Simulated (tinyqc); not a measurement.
# Self-heating of a transistor with one or more fingers, with temperature-dependent conductivity, step by step

A worked calculation. Computed by tinyqc, a small Python program that keeps every step. Command: `OMP_NUM_THREADS=1 python tinyqc.py 3030724 3030725 out.jsonl selfheat walk`. One thread of a shared host (Intel(R) Xeon(R) Processor @ 2.30GHz), about 0.05 s of CPU time with the checks. Intermediate numbers are printed to about 6 digits and carried at full precision; extremes and crossings named in words are read from the listed rows.

N long parallel fingers lie on the top face of a slab whose bottom is held at T_0; the top is otherwise insulated, and heat flows in two dimensions. P in W/mm is 1000 P in W/m.

Inputs (values chosen for the exercise, modelled on indium phosphide): conductivity at the base temperature kappa_0 = 59.1 W/(m K); exponent m in kappa ~ T^-m = 1.53; base temperature T_0 = 323 K; power per gate width P = 0.35 W/mm; fingers N = 3; finger pitch s = 18 micrometre; width of the heat source w = 0.59 micrometre; substrate thickness t = 98 micrometre; phonon free path Lambda = 77 nm; heat capacity C = 1.52 1e6 J/(m^3 K); pulse length = 0.2 microsecond.

Power: fixed power.

## Geometry factors

A line source of power P on the top face raises the top at distance x by (P/(pi kappa_0)) g(x), g(x) = -ln tanh(pi x/(4 t)) (the image sum for the slab). On a strip of width w the centre sees the mean of g over the strip, g_0 = 1 + ln(8 t/(pi w)) for w much below t.

own factor g_0 = 7.04731

g(j s), j = 1..7: [1.94306, 1.27023, 0.89739, 0.65296, 0.48175, 0.35796, 0.26699]

## Linear temperature rise of each finger

theta_i = (P/(pi kappa_0)) [g_0 + sum over j != i of g(|i - j| s)], with equal powers and constant conductivity; thermal resistance = largest theta/P.

theta of each finger (K): [19.3421, 20.6104, 19.3421]

largest theta = 20.6104 K

thermal resistance = 58.8870 K mm/W

The neighbours supply 36 % of the rise of the hottest finger, which runs 1.3 K above the outer ones.

## Correction for the falling conductivity

Kirchhoff transformation for kappa = kappa_0 (T/T_0)^-m: T = T_0 [1 - (m - 1) theta/T_0]^(-1/(m - 1)), where theta is the linear rise. The bracket vanishes at the power P T_0/((m - 1) theta).

peak temperature = 344.663 K

true rise = 21.6625 K

true rise / linear rise = 1.05105

power at which the formula diverges = 10.3492 W/mm

The falling conductivity adds 5.1 % to the rise.

## Extra rise from ballistic phonons

Near a source smaller than the free path, Fourier's law overstates the flow. Rough estimate: a strip that emits phonons into a half space adds a resistance times area of 4 Lambda/(3 kappa_0), from the ballistic flux C v Delta T/4 with kappa_0 = C v Lambda/3, so Delta T_b = 4 Lambda P/(3 kappa_0 w); Knudsen number Lambda/w.

Knudsen number = 0.130508

ballistic rise Delta T_b = 1.03052 K

Delta T_b / largest theta = 0.0500001

By this estimate the ballistic term is at most a fifth of the Fourier rise.

## Rise at the end of a pulse

After switching on, theta(tau) = (P D/kappa_0) int_0^tau X(u) Z(u) du at the hottest finger, D = kappa_0/C; X = sum over fingers at distance x of [erf((x + w/2)/r) - erf((x - w/2)/r)]/(2 w), Z = sum_(j=-200..200) (-1)^j exp(-(2 j t/r)^2)/sqrt(pi D u), r = 2 sqrt(D u); trapezoid rule on 300 points evenly spaced in ln u from u_0 = 1e-3 min(tau, w^2/D) to tau, plus the exact piece 2 sqrt(u_0/(pi D))/w below u_0. Conductivity and power are held at their base values here, and Fourier's law is used even where the diffusion length is near a phonon free path.

diffusivity D = 38.8816 micrometre^2/microsecond

diffusion length sqrt(D tau) = 2.78860 micrometre

linear rise after the pulse = 6.8831 K

share of the steady rise = 0.334

## Rise against time

The formulas are those given above.

Heating curve:
```
time (microsecond)  sqrt(D time) (micrometre)  rise (K)  share of the steady rise
2.50e-04                            0.0985921    1.1116                   0.05393
0.0025                               0.311775      2.82                    0.1368
0.025                                0.985921    4.9292                    0.2392
0.25                                  3.11775    7.0932                    0.3442
2.5                                   9.85921    9.8147                    0.4762
12                                    21.6004    13.268                    0.6437
49                                    43.6486    17.006                    0.8251
150                                   76.3691    19.673                    0.9545
370                                   119.942    20.536                    0.9964
```

Half the steady rise is reached between 2.5 and 12 microseconds, and the last row holds 99.6 % of it; the slowest time constant is 4 t^2/(pi^2 D) = 100 microseconds. While the diffusion length lies between w and the pitch or thickness, the rise grows as the logarithm of time; once it nears the pitch of 18 micrometre the neighbours add their heat.

Checks made by the program: g(s) against the alternating image sum (relative difference 6e-07); Kirchhoff integral of kappa/kappa_0 from T_0 to T (relative difference below 1e-10); long-time limit against the steady rise (relative difference 1e-05).
